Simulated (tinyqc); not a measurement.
Lossy package transmission line with skin effect: one step of the calculation.

A uniform line in a homogeneous dielectric: c = sqrt(er)/(c0 Z0), l = Z0 sqrt(er)/c0 (c0 = 299792458 m/s), g = w c td, w = 2 pi f. The resistance joins its limits as r = sqrt(r_dc^2 + r_hf^2), with r_dc = rho/(wd th), r_hf = kr rho/(2 delta (wd + th)), delta = sqrt(rho/(pi f mu0)), mu0 = 4 pi 1e-7 H/m; this is an interpolation, and internal inductance, up to 0.05 nH/mm at low frequency, is neglected.

Question. Line constants. delta, r_dc, r_hf, r, l, c and g as defined.

Inputs (values chosen for the exercise):
```
symbol  value     unit                                  meaning
wd         22       um                       width of the strip
th         17       um                   thickness of the strip
rho         2  uohm cm                              resistivity
er        2.7                             relative permittivity
td      0.002                                      loss tangent
Z0         60      ohm             lossless impedance sqrt(l/c)
kr        1.5           factor for crowding and the return path
f         5.7      GHz                                frequency
```

Give: delta; r_dc; r_hf; r; l; c; g.

Answer.

delta = 0.94275 um
r_dc = 0.053476 ohm/mm
r_hf = 0.40797 ohm/mm
r = 0.41146 ohm/mm
l = 0.32886 nH/mm
c = 91.350 pF/m
g = 0.0065433 S/m

r is 7.69 times r_dc; the skin depth is 0.0555 of the thickness.

Computed by the program tinyqc: `OMP_NUM_THREADS=1 python tinyqc.py 2810156 2810157 out.jsonl`, one thread of a shared Intel Xeon 2.30GHz, about 0.01 s for the whole run.
